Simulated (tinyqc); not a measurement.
From results back to parameters: alloy A(1-x)B(x) by interpolation with bowing. Three cases, with inputs chosen for the exercise.

Problem. An unstrained alloy A(1-x)B(x) follows Vegard, a(x) = (1 - x) a_A + x a_B, and E(x) = (1 - x) E_A + x E_B - C x (1 - x) at Gamma. Its lattice constant and gap are given.

Case 1.

Values chosen (out of a larger set: A near GaP, B near GaAs; not measured data): a = (5.455, 5.652) angstrom (lattice constant of A, B); Eg = (2.928, 1.525) eV (gap at Gamma to the s-like level of A, B).

a(x) = 5.547590 angstrom
gap at Gamma = 2.200586 eV

Case 2.

Values chosen (out of a larger set: A near GaSb, B near GaAs; not measured data): a = (6.094, 5.65) angstrom (lattice constant of A, B); Eg = (0.816, 1.506) eV (gap at Gamma to the s-like level of A, B).

a(x) = 5.689960 angstrom
gap at Gamma = 1.341525 eV

Case 3.

Values chosen (out of a larger set: A near Ge, B near Si; not measured data): a = (5.65, 5.432) angstrom (lattice constant of A, B); Eg = (0.899, 4.213) eV (gap at Gamma to the s-like level of A, B).

a(x) = 5.595500 angstrom
gap at Gamma = 1.687188 eV

Find: x; linear part of the gap; C.

Solution. x = (a - a_A)/(a_B - a_A); the bowing is the shortfall against the linear part divided by x (1 - x).

Case 1.

x = 0.470
linear part of the gap = 2.2686 eV
C = 0.273 eV

Case 2.

x = 0.910
linear part of the gap = 1.4439 eV
C = 1.250 eV

Case 3.

x = 0.250
linear part of the gap = 1.7275 eV
C = 0.215 eV

Computed by tinyqc, one run a case: `OMP_NUM_THREADS=1 python tinyqc.py N N+1 out.jsonl` with N = 1080321, 1080327, 1080330; one thread of a shared Intel(R) Xeon(R) Processor @ 2.30GHz, about 0.01 s a run at most.
